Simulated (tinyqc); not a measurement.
# Planar metal-insulator-metal capacitor: capacitance, non-linearity, leakage and relaxation: two studies

A film between two metal electrodes, each interface adding a series capacitance ci. The small-signal permittivity is ek (1 + aq E^2); the field is found with the linear permittivity. Leakage J = J0 sinh(E/Ef). After a voltage step the film passes a relaxation current kr C V tt^(-nr), tt being the time in seconds.

Values chosen for this exercise; permittivity of the order of that of zirconium oxide: relative permittivity of the film ek = 35.7; film thickness t = 23 nm; capacitance of each electrode interface (dead layer and screening) ci = 1000 uF/cm^2; quadratic field coefficient of the permittivity aq = 0.016 cm^2/MV^2; bias V = 1.2 V; exponent of the relaxation current nr = 0.921; strength of the relaxation kr = 0.0015; leakage prefactor J0 = 2.8e-10 A/cm^2; field for an e-fold rise of the leakage Ef = 0.39 MV/cm; duration of the write pulse t0 = 2e-8 s.

Constants: eps0 = 8.8541878128e-14 F/cm where lengths are in cm. Results are converted to the units shown.

Each table varies one quantity; the others keep the values above.

## Capacitance, non-linearity and leakage against thickness

Planar film: Cf = eps0 ek/t, 1/C = 1/Cf + 2/ci, EOT = 3.9 eps0/C, effective permittivity C t/eps0, E = (V/t) C/Cf; quadratic coefficient [C(V)/C - 1]/V^2 with Cf (1 + aq E^2) in C(V).

Result of one run:
```
t (nm)  C (uF/cm^2)  EOT (nm)  effective permittivity  E (MV/cm)  quadratic coefficient (ppm/V^2)  J (A/cm^2)
41           0.7698     4.486                   35.65     0.2922                            947.4   2.300e-10
```

What becomes of these results when the film thickness t is changed from 41 to 60 nm, all else the same?

Result of the changed run:
```
t (nm)  C (uF/cm^2)  EOT (nm)  effective permittivity  E (MV/cm)  quadratic coefficient (ppm/V^2)  J (A/cm^2)
60           0.5263     6.562                   35.66     0.1998                            443.0   1.498e-10
```

The whole series:
```
t (nm)  C (uF/cm^2)  EOT (nm)  effective permittivity  E (MV/cm)  quadratic coefficient (ppm/V^2)  J (A/cm^2)
3             10.32    0.3346                   34.96      3.917                          1.662e5    3.225e-6
4.3           7.245    0.4767                   35.18      2.750                          8.268e4    1.617e-7
6.3           4.968    0.6951                   35.35      1.886                          3.910e4    1.762e-8
9.2           3.412     1.012                   35.46      1.295                          1.852e4    3.874e-9
13            2.420     1.427                   35.53     0.9186                             9330    1.463e-9
19            1.658     2.083                   35.58     0.6295                             4388   6.754e-10
28            1.126     3.066                   35.62     0.4276                             2027   3.723e-10
41           0.7698     4.486                   35.65     0.2922                            947.4   2.300e-10
60           0.5263     6.562                   35.66     0.1998                            443.0   1.498e-10
```

C falls from 10.3 to 0.526 uF/cm^2 while the effective permittivity goes from 35.0 to 35.7 (ek = 35.7). EOT is a straight line in t with slope 3.9/ek = 0.109 and intercept 0.00691 nm. The quadratic coefficient goes as t^(-1.94) between the first two rows and t^(-2.00) between the last two (-2 without interfaces), and J falls by 4.33 decades. For t = 3 direct tunnelling, left out, would add to the leakage.

## Charge lost after writing

Planar film: Cf = eps0 ek/t, 1/C = 1/Cf + 2/ci, EOT = 3.9 eps0/C, effective permittivity C t/eps0, E = (V/t) C/Cf. A capacitor written for t0 and then left open loses, as a share of C V, kr (tt^(1 - nr) - t0^(1 - nr))/(1 - nr) by relaxation and J tt/(C V) by leakage; both are taken as small, and rows far outside that range are left out.

The same in every row: leakage current (nA/cm^2) = 0.4947.

Result of one run:
```
tt (s)  relaxation current (nA/cm^2)  loss by relaxation (%)  loss by leakage (%)  total loss (%)
0.1                            20.57                   1.115             0.003008           1.118
```

What becomes of these results when the time since the start of the write pulse tt is changed from 0.1 to 1e-5 s, all else the same?

Result of the changed run:
```
tt (s)  relaxation current (nA/cm^2)  loss by relaxation (%)  loss by leakage (%)  total loss (%)
1e-5                         9.935e4                  0.2967             3.008e-7          0.2967
```

The whole series:
```
tt (s)  relaxation current (nA/cm^2)  loss by relaxation (%)  loss by leakage (%)  total loss (%)
1e-6                         8.283e5                  0.1695             3.008e-8          0.1695
1e-5                         9.935e4                  0.2967             3.008e-7          0.2967
0.0001                       1.192e4                  0.4492             3.008e-6          0.4492
0.001                           1429                  0.6322             3.008e-5          0.6322
0.01                           171.5                  0.8517             3.008e-4          0.8520
0.1                            20.57                   1.115             0.003008           1.118
1                              2.467                   1.431              0.03008           1.461
10                            0.2959                   1.810               0.3008           2.110
100                          0.03550                   2.264                3.008           5.272
```

The two currents are equal at tt = 5.72 s. The loss by relaxation grows from 0.169 to 2.26 %, by 0.127 points over the first decade and 0.454 over the last, while the loss by leakage grows tenfold a decade. Leakage is the larger loss for tt = 100 s.

Numbers from tinyqc (`OMP_NUM_THREADS=1 python tinyqc.py 2102159 2102160 out.jsonl`; about 0.01 s on one thread of a shared Intel Xeon 2.30GHz).
